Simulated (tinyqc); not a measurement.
When U turns negative: defect-molecule model of a vacancy with Jahn-Teller distortion.

Four dangling hybrids a, b, c, d point into the vacancy: H_ii = E0, and -gm between any two. A tetragonal distortion Q pairs a with b and c with d: those two couplings become -gm - I Q and the other four -gm + I Q/2, at an elastic cost k Q^2/2. The a1 level holds two electrons; charge states 2+, + and 0 put n = 0, 1, 2 more into the lowest level of t2 origin. Energy from the 2+ state at Q = 0, with the Fermi level mu counted from Ev: W_n(Q) = n (et - 2 I Q) + k Q^2/2 + Uc n (n - 1)/2 - n mu. et = E0 + gm is the undistorted t2 level.

Inputs chosen for the exercise (of the size used for the vacancy in silicon; not measured data): E0 = 0.08 eV (level of a dangling hybrid, from Ev); gm = 0.34 eV (coupling between two dangling hybrids); I = 1.06 eV/angstrom (Jahn-Teller coupling); Uc = 0.27 eV (repulsion of two electrons in one orbital).

The force constant is varied. E_JT = 2 I^2/k, E(2+/+) = et - E_JT, E(+/0) = et - 3 E_JT + Uc, U_eff = Uc - 2 E_JT.

Against k:

| k (eV/angstrom^2) | E_JT (eV) | (2+/+) (eV) | (+/0) (eV) | U_eff (eV) | Q of the neutral state (angstrom) |
|---|---|---|---|---|---|
| 8 | 0.2809 | 0.1391 | -0.1527 | -0.2918 | 0.5300 |
| 12 | 0.1873 | 0.2327 | 0.1282 | -0.1045 | 0.3533 |
| 16 | 0.1404 | 0.2796 | 0.2686 | -0.0109 | 0.2650 |
| 24 | 0.0936 | 0.3264 | 0.4091 | 0.0827 | 0.1767 |
| 32 | 0.0702 | 0.3498 | 0.4793 | 0.1295 | 0.1325 |
| 48 | 0.0468 | 0.3732 | 0.5495 | 0.1764 | 0.0883 |
| 64 | 0.0351 | 0.3849 | 0.5847 | 0.1998 | 0.0663 |
| 96 | 0.0234 | 0.3966 | 0.6198 | 0.2232 | 0.0442 |

k at which U_eff = 0 = 16.65 eV/angstrom^2

Levels below 0 lie in the valence band. U_eff is negative for k below 4 I^2/Uc = 16.6: 3 of the 8 rows. The gain grows as n^2, so the second electron wins 3 E_JT where the first wins E_JT. For a stiff lattice the levels tend to et = 0.420 and et + Uc = 0.690 eV. Distortions above about 0.5 angstrom (1 of the rows) are beyond a linear coupling.

Run: tinyqc, `OMP_NUM_THREADS=1 python tinyqc.py 1451675 1451676 out.jsonl`; Intel(R) Xeon(R) Processor @ 2.30GHz, one thread, shared host; about 0.01 s of CPU time with all checks.
